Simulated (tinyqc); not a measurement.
AlGaN/GaN HEMT with access regions, lumped model: two steps of the calculation.

A polarisation-induced electron sheet under a Schottky gate, in series with two ungated access regions and contacts. Drift law v = mu E/(1 + mu E/vs) under the gate. Currents in mA/mm, resistances in ohm mm. No self-heating, no channel-length modulation; fits for polarisation, barrier and offset are chosen for the exercise.

Values chosen for this exercise; values close to those of AlGaN/GaN structures:
```
symbol,value,unit,meaning
x,0.33,,aluminium share of the barrier
d,12,nm,barrier thickness
eps_r,9.4,,relative permittivity of barrier and channel
mu,1100,cm^2/(V s),channel mobility
vs,1.5e7,cm/s,saturation velocity
Lg,0.5,um,gate length
Ls,1,um,source access length
Ld,1.5,um,drain access length
Rc,0.49,ohm mm,resistance of each contact
ft,0,,share of the drain-access electrons removed by traps
Vg,-0.5,V,gate voltage
Vd,0.5,V,drain voltage
```

Constants: q = 1.602176634e-19 C, eps0 = 8.8541878128e-14 F/cm where lengths are in cm. Results are converted to the units shown.

Problem 1. Polarisation charge, threshold and sheet resistance. sigma = (5e13 x + 1.6e13 x^2) cm^-2, phiB = 0.84 + 1.3 x, dEc = 0.7 (1.71 x + x^2) in volts, Cb = eps0 eps_r/d, VT = phiB - dEc - q sigma/Cb, access density n0 = -Cb VT/q. Rsh = 1/(q mu n0); largest access current q n0 vs.

Wanted: sigma; Cb; VT; n0; Rsh; q n0 vs.

Solution 1.

sigma = 1.824e13 cm^-2
Cb = 0.6936 uF/cm^2
VT = -3.416 V
n0 = 1.479e13 cm^-2
Rsh = 383.7 ohm
q n0 vs = 3554 mA/mm

Problem 2. Drain current. Access resistance R(L, n) = L/(q mu n sqrt(1 - (I/(q n vs))^2)); Rs = Rc + R(Ls, n0), Rd = Rc + R(Ld, (1 - ft) n0). Vg' = Vg - I Rs, Vd' = Vd - I (Rs + Rd); with u = Vg' - VT, Vc = vs Lg/mu and w the smaller of Vd' and Vc [sqrt(1 + 2 u/Vc) - 1] (0 if negative), the channel gives (mu Cb/Lg)(u w - w^2/2)/(1 + w/Vc). I(new) = I + 0.2 (channel current - I).

I after iteration 1 = 245.08960 mA/mm
VT = -3.4162643 V
Cb = 0.69357805 uF/cm^2
n0 = 1.4788918e13 cm^-2

Find: Rs; Rd; Vg'; Vd'; channel current; I after iteration 2.

Solution 2.

Rs = 0.8746 ohm mm
Rd = 1.067 ohm mm
Vg' = -0.7144 V
Vd' = 0.02417 V
channel current = 95.79 mA/mm
I after iteration 2 = 215.2 mA/mm

Computed by the program tinyqc: `OMP_NUM_THREADS=1 python tinyqc.py 2570097 2570098 out.jsonl`, one thread of a shared Intel Xeon 2.30GHz, about 0.02 s for the whole run.
